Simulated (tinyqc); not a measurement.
Finnis-Sinclair potential for a bcc metal: fit to cohesion and elasticity, then vacancy, surfaces and structure: one step, computed by the program tinyqc. Command: `OMP_NUM_THREADS=1 python tinyqc.py 3113936 3113937 out.jsonl fsfit walk`. One thread of a shared host (Intel(R) Xeon(R) Processor @ 2.30GHz), about 0.01 s of CPU time with the checks.

E = (1/2) sum V(r) - A sqrt(rho), rho = sum phi(r), phi = (r - d)^2 for r < d, V = (r - c)^2 (c0 + c1 r + c2 r^2) for r < c. In bcc the 8 first neighbours lie at sqrt(3) a/2 and the 6 second at a; both cut-offs lie below the third shell; Omega = a^3/2; E is per atom and z the number of atoms in a shell. The four constants A, c0, c1, c2 are fitted to E_c, zero pressure, B and C12 - C44 alone, so C44 and C11 - C12 are not matched singly; defects are unrelaxed.

Problem. Unrelaxed vacancy. E_v = -A sum_shells z [sqrt(rho - phi(r)) - sqrt(rho)] - (1/2) sum z V(r): the neighbours lose one bond each, and the atom is put back in the bulk.

Inputs (values chosen for the exercise, modelled on tantalum):
```
quantity             value      unit
lattice constant a   3.306  angstrom
cohesive energy E_c   8.11        eV
density cut-off d/a  1.247         -
pair cut-off c/a      1.28         -
```

c0, c1, c2 (eV/angstrom^2, eV/angstrom^3, eV/angstrom^4): 2.935027  -1.229756  0.121200

A = 2.854746 eV/angstrom

rho = 16.69160 angstrom^2

Give: V at the two shells; phi at the two shells; vacancy energy E_v; E_v/E_c.

Solution.

V at the two shells (eV): 0.7635  0.1663

phi at the two shells (angstrom^2): 1.586  0.667

vacancy energy E_v = 2.403 eV

E_v/E_c = 0.2963

A pair potential would give E_v = E_c; the square root lowers the ratio to 0.30.
